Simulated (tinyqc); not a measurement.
Choice of the surrounding dielectric: dielectric confinement in a thin film (image charges).

A film |z| < t/2 of dielectric constant eps between half-spaces of dielectric constant e2; lam = (eps - e2)/(eps + e2), q = e^2/(4 pi eps0). The self-energy of a band edge is taken with the high-frequency value, e2 = eh, and the field of a fixed ion with the static one, e2 = eo. A charge at z has images lam^|n| at n t + (-1)^n z. Its self-energy is S(z) = (q/2 eps) sum over n >= 1 of lam^n [1/(n t - 2z) + 1/(n t + 2z)] for odd n and 2 lam^n/(n t) for even n; at the centre S(0) = -(q/(eps t)) ln(1 - lam).

Donor at the centre, lam from the static eo, trial function cos(pi z/t) exp(-rho/l): E(l) = c/(m l^2) - (q/eps) times the integral over k of F(k t) (1 + (k l/2)^2)^(-3/2), with F(x) = F0 + 2 lam exp(-x) G/(1 - lam exp(-x)), F0 = 2[(1 - exp(-x/2))/x + x (1 + exp(-x/2))/(x^2 + 4 pi^2)], G = 2 sinh(x/2)[1/x - x/(x^2 + 4 pi^2)]; c = hbar^2/2m0. The binding energy is -E at the minimum, counted from the subband edge with its self-energy.

Constants: e^2/(4 pi eps0) = 14.39964547 eV angstrom; hbar^2/2m0 = 3.80998211 eV angstrom^2; Ry = 13.60569312 eV.

Inputs chosen for the exercise (out of a larger set: near those of a Ge film between layers of SiO2; not measured data): t = 70 angstrom (film thickness); eps = 16.3 (dielectric constant of the film); m = 0.144 m0 (mass in the plane).

The same film between different dielectrics; in this table one value e2 serves for both eo and eh.

Results:
```
case         lam  <S> (meV)  binding (meV)  l (angstrom)
e2 = 1     0.884       29.7           66.4          42.6
e2 = 2.5   0.734       18.8           46.2          43.8
e2 = 3.9   0.614       13.7           37.4          44.8
e2 = 7.5   0.370        6.9           26.2          46.8
e2 = 16    0.009        0.1           16.3          50.2
e2 = 25   -0.211       -3.0           12.2          52.5
e2 = 80   -0.661       -8.3            6.1          58.7
```

How do the results move, and what explains it?

The binding spans a factor 10.9, from 66 meV in vacuum to 6.1 meV for e2 = 80; going from 3.9 to 25 changes it by -25.2 meV and the band edge by -16.7 meV, so the binding responds 1.51 times as much as the edge (for an orbit much smaller than t the binding would change by twice the change of S(0), -28.8 meV; here l/t = 0.64 for e2 = 3.9).

tinyqc: `OMP_NUM_THREADS=1 python tinyqc.py 1251232 1251233 out.jsonl`; about 0.07 s, one thread, shared Intel(R) Xeon(R) Processor @ 2.30GHz.
